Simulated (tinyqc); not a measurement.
A longer run and its error bar: q-state Potts model on a small periodic square lattice: enumeration, Metropolis, heat-bath and Wolff steps. Computed by tinyqc, a small Python program. Command: `OMP_NUM_THREADS=1 python tinyqc.py 3113381 3113382 out.jsonl potts walk`. One thread of a shared host (Intel(R) Xeon(R) Processor @ 2.30GHz), about 0.03 s of CPU time with the checks.

E = -J x (number of nearest-neighbour bonds with equal states); n x n sites with periodic edges have 2 n^2 bonds. Order parameter m = (q f - 1)/(q - 1), f being the largest share of one state. Sites are numbered row by row from 0. Here q = 3 and n = 3.

Inputs (values chosen for the exercise, for a model of domains or grain orientations):

| quantity | value | unit |
|---|---|---|
| number of states q | 3 | - |
| edge n | 3 | - |
| coupling J | 68 | meV |
| temperature T | 885 | K |
| seed | 213947 | - |

Update: Wolff cluster.

Constants: k_B = 8.617333262e-05 eV/K.

Method:
- K = J/(k_B T); the infinite square lattice orders at K_c = ln(1 + sqrt(q)); Wolff bond probability p = 1 - exp(-K).
- All q^(n^2) states are counted by their number b of equal bonds; weights g(b) exp(K b), K = J/(k_B T). Per site: u = -J <b>/n^2, c/k_B = K^2 (<b^2> - <b>^2)/n^2.
- ln Z = ln sum g(b) exp(K b); entropy per site s/k_B = (ln Z - K <b>)/n^2.
- After 400 updates are discarded, b is recorded for 4000 cluster flips of the update named (random numbers not printed, so these rows are one sample). Records are averaged in blocks; the error is the scatter of block means over sqrt(number of blocks), and the last column its square over that for single records.

start states:
```
   1  2  3
1  0  2  0
2  0  0  1
3  1  1  1
```

K = 0.891647

p = 0.590020

<b> = 14.2772

Blocking:

| block length | mean b | error | variance ratio |
|---|---|---|---|
| 1 | 14.0385 | 0.06089 | 1.0000 |
| 4 | 14.0385 | 0.09849 | 2.6162 |
| 16 | 14.0385 | 0.13077 | 4.6124 |
| 40 | 14.0385 | 0.12065 | 3.9263 |
| 100 | 14.0385 | 0.12239 | 4.0405 |

What does the comparison show, and why?

The run gives 14.039 +/- 0.121 (blocks of 40) against the exact 14.277, a difference of 2.0 error bars. Single records understate the error by a factor of about 2.0, because successive records are correlated.

Extremes, crossings and ranges named in words are read from the listed rows.
